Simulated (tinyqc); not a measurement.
Inside a calculation. Method: RHF in the 3-21g basis, for H-, spin multiplicity 1. The basis has no diffuse functions, so it cannot describe the extra electron: this is an exercise in the method, not the real anion. One step of it, computed by the program tinyqc.

Problem. Iteration 2: building the Fock matrix. J_ij = sum D_kl (ij|kl), K_ij = sum D_kl (ik|jl); F = H + J - 0.5 K; E = tr D H + tr D J / 2 - 0.25 tr D K + E_nn.

D after iteration 1:
```
          1H 1s     1H 2s
1H 1s  0.083909  0.350420
1H 2s  0.350420  1.463419
```

core Hamiltonian H = T + V (hartree):
```
           1H 1s      1H 2s
1H 1s  -0.171513  -0.489511
1H 2s  -0.489511  -0.408216
```

Two-electron integrals (ij|kl) in chemists' order, unique and non-zero (hartree):
```
(11|11) 1.140145   (21|11) 0.611403   (21|21) 0.345152   (22|11) 0.626370
(22|21) 0.380329   (22|22) 0.482957
```

nuclear repulsion = 0 hartree

Give: Coulomb J; exchange K; Fock matrix F; total energy of this density.

Solution.

Coulomb J (hartree):
```
       1H 1s  1H 2s
1H 1s  1.441  0.850
1H 2s  0.850  1.026
```

exchange K (hartree):
```
       1H 1s  1H 2s
1H 1s  1.029  0.948
1H 2s  0.948  1.002
```

Fock matrix F (hartree):
```
        1H 1s   1H 2s
1H 1s   0.755  -0.114
1H 2s  -0.114   0.117
```

total energy of this density = -0.40042 hartree
